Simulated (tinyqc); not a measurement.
Lossy interposer transmission line with skin effect: two steps of the calculation.

A uniform line in a homogeneous dielectric: c = sqrt(er)/(c0 Z0), l = Z0 sqrt(er)/c0 (c0 = 299792458 m/s), g = w c td, w = 2 pi f. The resistance joins its limits as r = sqrt(r_dc^2 + r_hf^2), with r_dc = rho/(wd th), r_hf = kr rho/(2 delta (wd + th)), delta = sqrt(rho/(pi f mu0)), mu0 = 4 pi 1e-7 H/m; this is an interpolation, and internal inductance, up to 0.05 nH/mm at low frequency, is neglected.

Parameters, values chosen for the exercise:
- len = 8 mm (length)
- Rg = 100 ohm (source resistance)
- RL = 100 ohm (load resistance)
- CL = 300 fF (load capacitance)
- f = 16 GHz (frequency)

Problem 1. Propagation constant and impedance. gamma = sqrt((r + i w l)(g + i w c)) = alpha + i beta, Zc = sqrt((r + i w l)/(g + i w c)), roots with positive real part; loss 8.685889638 alpha in dB; phase velocity w/beta.

r = 3.2861576 ohm/mm
l = 0.31202064 nH/mm
c = 124.80826 pF/m
g = 0.025094189 S/m

Wanted: gamma len; Zc; loss; phase velocity over c0; r/(w l).

Solution 1.

gamma len = 0.268+5.025i
Zc = 50.07-2.57i ohm
loss = 0.2905 dB/mm
phase velocity over c0 = 0.5338
r/(w l) = 0.1048

Problem 2. Reflection, input impedance and transfer. ZL = 1/(1/RL + i w CL); reflection (ZL - Zc)/(ZL + Zc); Zin = Zc (ZL + Zc tanh(gamma len))/(Zc + ZL tanh(gamma len)); H = V_load/V_source = [Zin/(Zin + Rg)]/[cosh(gamma len) + (Zc/ZL) sinh(gamma len)].

gamma len = 0.2675595+5.0254396i
Zc = 50.070901-2.565411i ohm

Wanted: ZL; reflection at the load; Zin; H; |H|.

Solution 2.

ZL = 9.905-29.873i ohm
reflection at the load = -0.32761-0.63250i
Zin = 98.655+38.880i ohm
H = 0.22786+0.13943i
|H| = -11.465 dB

tinyqc, about 0.01 s, one thread, Intel Xeon 2.30GHz (shared host): `OMP_NUM_THREADS=1 python tinyqc.py 2810221 2810222 out.jsonl`
